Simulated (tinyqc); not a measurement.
Resistive crossbar, vector-matrix product with wire resistance: two steps of the calculation.

2 rows and 2 columns. Cell (i, j) joins row node wij to column node bij. Each row is driven at its left end through one wire segment rw; neighbouring nodes along a row or a column are joined by rw; each column ends below the last row in one more rw and a virtual ground, where its current is read. Ideal output: I_j = sum_i V_i G_ij.

Values chosen for this exercise:
- rw = 10 ohm (wire resistance between neighbouring cells)
- V = [0.16, 0.19] V (input voltages of the rows)

Question 1. The nodal equations. Kirchhoff current law at every node, A x = b: A holds the sum of the conductances at a node on the diagonal and minus the conductance between two nodes off it (wire conductance 1/rw); b = V_i/rw at the first node of row i.

cell conductances G (uS):
```
       column 1  column 2
row 1        12        95
row 2        77        40
```

Give: A; b.

Answer 1.

A (uS):
```
           w11        w12        w21        w22        b11        b12        b21        b22
w11   2.0001e5  -1.0000e5          0          0    -12.000          0          0          0
w12  -1.0000e5   1.0010e5          0          0          0    -95.000          0          0
w21          0          0   2.0008e5  -1.0000e5          0          0    -77.000          0
w22          0          0  -1.0000e5   1.0004e5          0          0          0    -40.000
b11    -12.000          0          0          0   1.0001e5          0  -1.0000e5          0
b12          0    -95.000          0          0          0   1.0010e5          0  -1.0000e5
b21          0          0    -77.000          0  -1.0000e5          0   2.0008e5          0
b22          0          0          0    -40.000          0  -1.0000e5          0   2.0004e5
```

b (uA): w11 16000, w12 0, w21 19000, w22 0, b11 0, b12 0, b21 0, b22 0

Question 2. Node voltages and column currents. Solve A x = b; I_j = b2j/rw.

A (uS):
```
             w11          w12          w21          w22          b11          b12          b21          b22
w11  2.0001200e5         -1e5            0            0          -12            0            0            0
w12         -1e5  1.0009500e5            0            0            0          -95            0            0
w21            0            0  2.0007700e5         -1e5            0            0          -77            0
w22            0            0         -1e5  1.0004000e5            0            0            0          -40
b11          -12            0            0            0  1.0001200e5            0         -1e5            0
b12            0          -95            0            0            0  1.0009500e5            0         -1e5
b21            0            0          -77            0         -1e5            0  2.0007700e5            0
b22            0            0            0          -40            0         -1e5            0  2.0004000e5
```

b (uA): w11 16000, w12 0, w21 19000, w22 0, b11 0, b12 0, b21 0, b22 0

Wanted: row nodes; column nodes; column currents.

Answer 2.

row nodes (mV): w11 159.8, w12 159.7, w21 189.8, w22 189.7
column nodes (mV): b11 0.1843, b12 0.3785, b21 0.1652, b22 0.2271
column currents (uA): column 1 16.52, column 2 22.71

Program tinyqc, `OMP_NUM_THREADS=1 python tinyqc.py 2880026 2880027 out.jsonl`; Intel Xeon 2.30GHz, shared host, one thread, about 0.02 s.
